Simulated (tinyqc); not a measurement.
Valley-orbit splitting of a donor ground state, with strain: one step, computed by the program tinyqc. Command: `OMP_NUM_THREADS=1 python tinyqc.py 3004559 3004560 out.jsonl valleyorbit walk`. One thread of a shared host (Intel(R) Xeon(R) Processor @ 2.30GHz), about 0.01 s of CPU time with the checks.

The basis is the 1s envelope in each valley; energies are counted from the unstrained conduction-band edge. The strain is e_s (a a^T - 1/3) for the unit stress axis a, so valley j along n_j moves by Xi_u e_s w_j with w_j = (n_j.a)^2 - 1/3: -1/3 for x and y, +2/3 for z.

Problem. Levels and ground state under strain. Diagonalise H; the ground vector has positive components. The density at the nucleus, and so the contact hyperfine coupling, scales as (sum_j c_j)^2/(number of valleys), which is 1 without strain; the envelopes are held fixed.

Valleys: six along <100>. Stress axis: [001].

H (meV), rows +x, -x, +y, -y, +z, -z:
$$\begin{pmatrix}
-32.4188 & -1.6400 & -2.5800 & -2.5800 & -2.5800 & -2.5800 \\
-1.6400 & -32.4188 & -2.5800 & -2.5800 & -2.5800 & -2.5800 \\
-2.5800 & -2.5800 & -32.4188 & -1.6400 & -2.5800 & -2.5800 \\
-2.5800 & -2.5800 & -1.6400 & -32.4188 & -2.5800 & -2.5800 \\
-2.5800 & -2.5800 & -2.5800 & -2.5800 & -35.3624 & -1.6400 \\
-2.5800 & -2.5800 & -2.5800 & -2.5800 & -1.6400 & -35.3624
\end{pmatrix}$$

Give: levels; valley amplitudes of the ground state; hyperfine ratio A/A_0.

Solution.

levels (meV): [-45.49, -33.72, -30.78, -30.78, -30.73, -28.90]

valley amplitudes of the ground state: +x 0.3792, -x 0.3792, +y 0.3792, -y 0.3792, +z 0.4609, -z 0.4609

hyperfine ratio A/A_0 = 0.9911
